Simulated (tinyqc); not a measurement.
CID on RHF in the sto-3g basis, for B+, spin multiplicity 1, step by step. Computed by tinyqc, a small Python program that keeps every step (integrals from PySCF). Settings: charge = 1, multiplicity = 1, basis = sto-3g, method = RHF, energy threshold = 1e-10, iteration cap = 54, orthogonalisation = symmetric, start = core, DIIS depth = 6, ci = CID, davidson = 1. Command: `OMP_NUM_THREADS=1 python tinyqc.py 27026 27027 out.jsonl` (the two numbers bound the seeds that draw the settings). One thread of a shared host (Intel(R) Xeon(R) Processor @ 2.60GHz), about 0.09 s of CPU time with the checks. The early iterations of the SCF are left out here.

## One-electron integrals

Geometry (angstrom):
```
atom        x        y        z
B     0.00000  0.00000  0.00000
```

Basis sto-3g: exponents (1/bohr^2) and contraction coefficients of normalised primitives:
```
element  l (shell)  exponent  coefficient
B            s (1)  48.79111      0.15433
B            s (1)   8.88736      0.53533
B            s (1)   2.40527      0.44463
B            s (2)   2.23696     -0.09997
B            s (2)   0.51982      0.39951
B            s (2)   0.16906      0.70012
B            p (3)   2.23696      0.15592
B            p (3)   0.51982      0.60768
B            p (3)   0.16906      0.39196
```

Overlap, kinetic and nuclear-attraction integrals over the contracted functions; the nuclear repulsion is the sum of Za Zb / Rab.

nuclear repulsion = 0 hartree

overlap S, lower triangle:
```
          1B 1s    1B 2s   1B 2px   1B 2py   1B 2pz
1B 1s   1.00000
1B 2s   0.26933  1.00000
1B 2px  0.00000  0.00000  1.00000
1B 2py  0.00000  0.00000  0.00000  1.00000
1B 2pz  0.00000  0.00000  0.00000  0.00000  1.00000
```

kinetic energy T (hartree), lower triangle:
```
           1B 1s    1B 2s   1B 2px   1B 2py   1B 2pz
1B 1s   10.82630
1B 2s   -0.04797  0.35917
1B 2px   0.00000  0.00000  1.12388
1B 2py   0.00000  0.00000  0.00000  1.12388
1B 2pz   0.00000  0.00000  0.00000  0.00000  1.12388
```

nuclear attraction V (hartree), lower triangle:
```
            1B 1s     1B 2s    1B 2px    1B 2py    1B 2pz
1B 1s   -23.14739
1B 2s    -3.13936  -3.77163
1B 2px    0.00000   0.00000  -3.74144
1B 2py    0.00000   0.00000   0.00000  -3.74144
1B 2pz    0.00000   0.00000   0.00000   0.00000  -3.74144
```

core Hamiltonian H = T + V (hartree), lower triangle:
```
            1B 1s     1B 2s    1B 2px    1B 2py    1B 2pz
1B 1s   -12.32109
1B 2s    -3.18733  -3.41246
1B 2px    0.00000   0.00000  -2.61756
1B 2py    0.00000   0.00000   0.00000  -2.61756
1B 2pz    0.00000   0.00000   0.00000   0.00000  -2.61756
```

## Two-electron integrals

Functions are numbered as in S; the eight-fold symmetry (ij|kl) = (ji|kl) = (kl|ij) leaves the list below.

Two-electron integrals (ij|kl) in chemists' order, unique and non-zero (hartree):
```
(11|11) 2.92351   (21|11) 0.51838   (21|21) 0.10926   (22|11) 0.74423
(22|21) 0.19318   (22|22) 0.54480   (31|31) 0.02026   (32|31) 0.03000
(32|32) 0.12035   (33|11) 0.74249   (33|21) 0.19324   (33|22) 0.54468
(33|33) 0.58677   (41|41) 0.02026   (42|41) 0.03000   (42|42) 0.12035
(43|43) 0.03163   (44|11) 0.74249   (44|21) 0.19324   (44|22) 0.54468
(44|33) 0.52351   (44|44) 0.58677   (51|51) 0.02026   (52|51) 0.03000
(52|52) 0.12035   (53|53) 0.03163   (54|54) 0.03163   (55|11) 0.74249
(55|21) 0.19324   (55|22) 0.54468   (55|33) 0.52351   (55|44) 0.52351
(55|55) 0.58677
```

## Orthogonalisation

S = U s U^T; symmetric (Loewdin) form X = U s^(-1/2) U^T, so that X^T S X = 1.

eigenvalues of S: 0.73067  1.00000  1.00000  1.00000  1.26933

X, lower triangle:
```
           1B 1s    1B 2s   1B 2px   1B 2py   1B 2pz
1B 1s    1.02873
1B 2s   -0.14114  1.02873
1B 2px   0.00000  0.00000  1.00000
1B 2py   0.00000  0.00000  0.00000  1.00000
1B 2pz   0.00000  0.00000  0.00000  0.00000  1.00000
```

## Iteration 2 (converged): orbitals

converged F (hartree), lower triangle:
```
           1B 1s     1B 2s    1B 2px    1B 2py    1B 2pz
1B 1s   -7.98292
1B 2s   -2.29919  -1.45018
1B 2px   0.00000   0.00000  -0.20052
1B 2py   0.00000   0.00000   0.00000  -0.20052
1B 2pz   0.00000   0.00000   0.00000   0.00000  -0.20052
```

Diagonalise F' = X^T F X, C = X C', fill 2 alpha and 2 beta electrons from the bottom; D = 2 C_occ C_occ^T. Each column has its largest component positive (the first on a tie).

F' = X^T F X (hartree), lower triangle:
```
          1         2         3         4         5
1  -7.80947
2  -1.10936  -1.02607
3   0.00000   0.00000  -0.20052
4   0.00000   0.00000   0.00000  -0.20052
5   0.00000   0.00000   0.00000   0.00000  -0.20052
```

orbital energies (hartree): MO1 -7.98629, MO2 -0.84925, MO3 -0.20052, MO4 -0.20052, MO5 -0.20052

coefficients C:
```
            MO1       MO2      MO3      MO4      MO5
1B 1s   0.99369  -0.30130  0.00000  0.00000  0.00000
1B 2s   0.02254   1.03812  0.00000  0.00000  0.00000
1B 2px  0.00000   0.00000  1.00000  0.00000  0.00000
1B 2py  0.00000   0.00000  0.00000  1.00000  0.00000
1B 2pz  0.00000   0.00000  0.00000  0.00000  1.00000
```

D after iteration 2, lower triangle:
```
           1B 1s    1B 2s   1B 2px   1B 2py   1B 2pz
1B 1s    2.15642
1B 2s   -0.58078  2.15642
1B 2px   0.00000  0.00000  0.00000
1B 2py   0.00000  0.00000  0.00000  0.00000
1B 2pz   0.00000  0.00000  0.00000  0.00000  0.00000
```

Within a degenerate level the vectors are fixed only up to a rotation; this is one choice.

## Convergence

Stop when the energy changes by less than 1e-10 hartree and every element of the error matrix X^T (F D S - S D F) X is below 3e-06.

Course of the cycle:
```
iteration  E (hartree)    change  largest element of the error matrix
1          -23.9484704         -                             1.87e-15
2          -23.9484704  1.42e-14                              0.00000
```

PySCF RHF in the same basis = -23.9484704 hartree

Converged in 2 iterations.

## Integrals over molecular orbitals

(pq|rs) = sum C_ip C_jq C_kr C_ls (ij|kl), one index at a time.

one-electron integrals over orbitals h = C^T H C (hartree), lower triangle:
```
           1         2         3         4         5
1  -12.31069
2    0.34279  -2.80224
3    0.00000   0.00000  -2.61756
4    0.00000   0.00000   0.00000  -2.61756
5    0.00000   0.00000   0.00000   0.00000  -2.61756
```

Two-electron integrals over orbitals (pq|rs), unique and non-zero (hartree):
```
(11|11) 2.89729    (21|11) -0.32430   (21|21) 0.05785    (22|11) 0.74248
(22|21) -0.01849   (22|22) 0.52588    (31|31) 0.02141    (32|31) 0.02749
(32|32) 0.11277    (33|11) 0.74209    (33|21) -0.01153   (33|22) 0.53352
(33|33) 0.58677    (41|41) 0.02141    (42|41) 0.02749    (42|42) 0.11277
(43|43) 0.03163    (44|11) 0.74209    (44|21) -0.01153   (44|22) 0.53352
(44|33) 0.52351    (44|44) 0.58677    (51|51) 0.02141    (52|51) 0.02749
(52|52) 0.11277    (53|53) 0.03163    (54|54) 0.03163    (55|11) 0.74209
(55|21) -0.01153   (55|22) 0.53352    (55|33) 0.52351    (55|44) 0.52351
(55|55) 0.58677
```

## CID: determinants and Hamiltonian

Hartree-Fock energy = -23.9484704 hartree

Slater-Condon rules over spin orbitals, with the nuclear repulsion added and E(HF) subtracted on the diagonal. Only determinants linked to the reference directly or through others are kept (one block of an abelian symmetry group), so some states are absent.

Occupation strings over the orbitals (2 doubly, a alpha, b beta, 0 empty; spin orbitals ordered 1a 1b 2a 2b ...): 22000 20200 ab200 20020 ab020 20002 ab002 ba200 02200 ba020 02020 ba002 02002

H - E(HF) between determinants (hartree), lower triangle:
```
          22000     20200     ab200     20020     ab020     20002     ab002     ba200
22000   0.00000
20200   0.11277   0.50157
ab200  -0.02749  -0.03206   7.34671
20020   0.11277   0.03163   0.00000   0.50157
ab020  -0.02749   0.00000   0.03163  -0.03206   7.34671
20002   0.11277   0.03163   0.00000   0.03163   0.00000   0.50157
ab002  -0.02749   0.00000   0.03163   0.00000   0.03163  -0.03206   7.34671
ba200   0.02749   0.03206  -0.05785   0.00000   0.00000   0.00000   0.00000   7.34671
02200   0.02141   0.05785   0.27376   0.00000   0.00000   0.00000   0.00000  -0.27376
ba020   0.02749   0.00000   0.00000   0.03206  -0.05785   0.00000   0.00000   0.03163
02020   0.02141   0.00000   0.00000   0.05785   0.27376   0.00000   0.00000   0.00000
ba002   0.02749   0.00000   0.00000   0.00000   0.00000   0.03206  -0.05785   0.03163
02002   0.02141   0.00000   0.00000   0.00000   0.00000   0.05785   0.27376   0.00000

          02200     ba020     02020     ba002     02002
02200  16.13007
ba020   0.00000   7.34671
02020   0.03163  -0.27376  16.13007
ba002   0.00000   0.03163   0.00000   7.34671
02002   0.03163   0.00000   0.03163  -0.27376  16.13007
```

## CID: roots

Diagonalise (each vector has its largest component positive (the first on a tie)); all determinants have Ms = 0, so triplets appear too. The lowest singlet root is the correlation energy. The Davidson correction is (1 - c0^2) E_corr, c0 the coefficient of the reference.

lowest roots of this matrix, relative to E(HF) (hartree): -0.06134  0.46941  0.46941  0.62490  7.25723  7.25723  7.35212  7.35612

lowest vectors:
```
         root 1    root 2    root 3    root 4
22000   0.95478   0.00000   0.00000   0.29715
20200  -0.17160  -0.51366  -0.63465   0.55124
ab200   0.00278  -0.00246  -0.00304   0.00388
20020  -0.17160   0.80645  -0.12752   0.55124
ab020   0.00278   0.00387  -0.00061   0.00388
20002  -0.17160  -0.29279   0.76217   0.55124
ab002   0.00278  -0.00140   0.00366   0.00388
ba200  -0.00278   0.00246   0.00304  -0.00388
02200  -0.00074   0.00199   0.00246  -0.00259
ba020  -0.00278  -0.00387   0.00061  -0.00388
02020  -0.00074  -0.00312   0.00049  -0.00259
ba002  -0.00278   0.00140  -0.00366  -0.00388
02002  -0.00074   0.00113  -0.00295  -0.00259
```

<S^2> of these roots: 0.00000  0.00000  0.00000  0.00000  2.00000  2.00000  2.00000  0.00000

weight of the ground state by excitation level 0, 1, 2, ...: 0.91161  0.00000  0.08839

Davidson correction = -0.0054213 hartree

Within a degenerate level the vectors are fixed only up to a rotation; this is one choice.

## The lowest root by the Davidson method

Start from the reference; add the residual divided by (theta - H_ii), orthogonalised, at each step.

Davidson iterations:
```
iteration  subspace  lowest Ritz value (hartree)  residual norm
1                 1                            0       2.10e-01
2                 2                   -0.0613312       7.66e-03
3                 3                   -0.0613350       1.72e-04
4                 4                   -0.0613350       7.24e-16
```
